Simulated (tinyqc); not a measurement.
From results back to parameters: band folding and unfolding in a supercell of a chain. Five cases, with inputs chosen for the exercise.

Problem. A chain with hopping -t and site energies alternating +V, -V has E = -/+ sqrt(V^2 + 4 t^2 cos^2(ka)); the lower state has weight (1 + 2t cos(ka)/|E|)/2 on k and the rest on k + pi/a. The gap at ka = pi/2 and the full spread at k = 0 come from hidden t and V.

Find: V, t; weight of the lowest state on k = 0.

Method. The gap is 2V and the spread 2 sqrt(V^2 + 4t^2).

Case 1.

values (eV): gap 0.20000, spread at k = 0 4.56438

Solution.

V, t (eV): 0.100  1.140

weight of the lowest state on k = 0 = 0.9995

Case 2.

values (eV): gap 1.00000, spread at k = 0 7.74483

Solution.

V, t (eV): 0.500  1.920

weight of the lowest state on k = 0 = 0.9958

Case 3.

values (eV): gap 2.06000, spread at k = 0 4.46377

Solution.

V, t (eV): 1.030  0.990

weight of the lowest state on k = 0 = 0.9436

Case 4.

values (eV): gap 1.38000, spread at k = 0 3.19356

Solution.

V, t (eV): 0.690  0.720

weight of the lowest state on k = 0 = 0.9509

Case 5.

values (eV): gap 0.50000, spread at k = 0 6.73858

Solution.

V, t (eV): 0.250  1.680

weight of the lowest state on k = 0 = 0.9986

Computed by tinyqc, one run a case: `OMP_NUM_THREADS=1 python tinyqc.py N N+1 out.jsonl` with N = 1450560, 1450653, 1450669, 1450701, 1450760; one thread of a shared Intel(R) Xeon(R) Processor @ 2.30GHz, about 0.01 s a run at most.
